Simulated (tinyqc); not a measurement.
Formation energy of a charged point defect from supercell energies: one step, computed by the program tinyqc. Command: `OMP_NUM_THREADS=1 python tinyqc.py 3026536 3026537 out.jsonl formation walk`. One thread of a shared host (Intel(R) Xeon(R) Processor @ 2.30GHz), about 0.01 s of CPU time with the checks.

The host is a compound AB. Making the defect adds n_A = 0, n_B = -1 atoms to the cell. All total energies are inputs. E_F is counted from the valence-band maximum (VBM); x = 0 is A-rich and x = 1 B-rich growth.

Question. Concentrations at the given E_F and T. E_f(q, E_F) = E_f(q, 0) + q E_F. c_q = N_s exp(-E_f(q, E_F)/k_B T), with all degeneracy factors one and no vibrational entropy.

Inputs (values chosen for the exercise, with gap and screening modelled on CdS):
```
quantity                   value      unit
gap E_g                     2.51        eV
dielectric constant eps     8.61         -
cell length L               9.16  angstrom
Fermi level E_F            0.659        eV
temperature T               1000         K
site density N_s         4.7e+22     cm^-3
```

Defect: vacancy of B. Supercell lattice: bcc.

charge states q: 2  1  0

E_f(q, 0) (eV): (q=+2) 1.504651, (q=+1) 3.483588, (q=0) 4.274900

Constants: k_B = 8.617333262e-05 eV/K.

Give: Charge states; lowest formation energy; total concentration; mean charge.

Answer.

Charge states:
```
q   E_f (eV)  c_q (cm^-3)      share
+2     2.823    2.796e+08  1.000e+00
+1     4.143    6.228e+01  2.227e-07
0      4.275    1.341e+01  4.797e-08
```

lowest formation energy = 2.823 eV

total concentration = 2.796e+08 cm^-3

mean charge = 2.000 e

State +2 holds 100.0 % of the defects. Caution: the largest image-charge correction in these energies, q^2 alpha e^2/(8 pi eps_0 eps L) with alpha = 2.888462, exceeds a quarter of the gap; the point-charge term alone is then a rough estimate, usually too large for a charge that is spread out.
